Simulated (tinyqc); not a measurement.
# Capacitances against the distance to each plane

Endless row of lines of width wl, height tl and space sl between grounded planes at distance hd; e2 fills the gaps beside the lines, e1 the rest. Laplace's equation is solved on meshes of 3, 6 and 12 steps per unit u and extrapolated (Aitken), which is good to about 0.2 %. C_even (all lines at 1 V) is the capacitance Cg to the planes; C_odd (neighbours in antiphase) = Cg + 4 Cc if only nearest neighbours couple, which defines Cc; total with quiet neighbours Cg + 2 Cc. Plate values 2 eps0 e1 wl/hd and eps0 e2 tl/sl.

Parameters, values chosen for the exercise:
- e1 = 4.2 (relative permittivity above and below the lines)
- e2 = 2.4 (relative permittivity between the lines)
- wl = 6 u (line width, in units u)
- tl = 12 u (line height)
- sl = 4 u (space between lines)

Constants: eps0 = 8.8541878128e-12 F/m. Results are converted to the units shown.

The same in every row: plate Cc (aF/um) = 63.8.

Capacitances against the distance to each plane:
```
hd (u)	Cg (aF/um)	Cc (aF/um)	Cg + 2 Cc (aF/um)	C_odd (aF/um)	plate Cg (aF/um)	share of coupling, 2 Cc/(Cg + 2 Cc) (%)
2	318	59.9	438	558	223	27.3
3	222	66.7	356	489	149	37.5
4	171	72.3	316	460	112	45.8
5	139	76.9	293	447	89.3	52.5
6	117	80.7	278	440	74.4	58.0
8	89.0	86.3	262	434	55.8	66.0
10	71.8	90.2	252	433	44.6	71.5
```

What does the comparison show?

As hd goes from 2 to 10, Cg falls from 318 to 71.8 aF/um, Cc rises from 59.9 to 90.2 aF/um and the share of coupling rises from 27.3 to 71.5 %. Cg is 1.43 times its plate value in the first row and 1.61 times in the last; for Cc the ratios are 0.940 and 1.42. Neighbours in antiphase raise the load by a factor of 1.27 and 1.72 over quiet ones. For hd = 10 the planes are farther than 0.8 of the pitch, so second neighbours couple too and Cg + 2 Cc understates the quiet load by a per cent or more.

Numbers from tinyqc (`OMP_NUM_THREADS=1 python tinyqc.py 2790142 2790143 out.jsonl`; about 0.6 s on one thread of a shared Intel Xeon 2.30GHz).
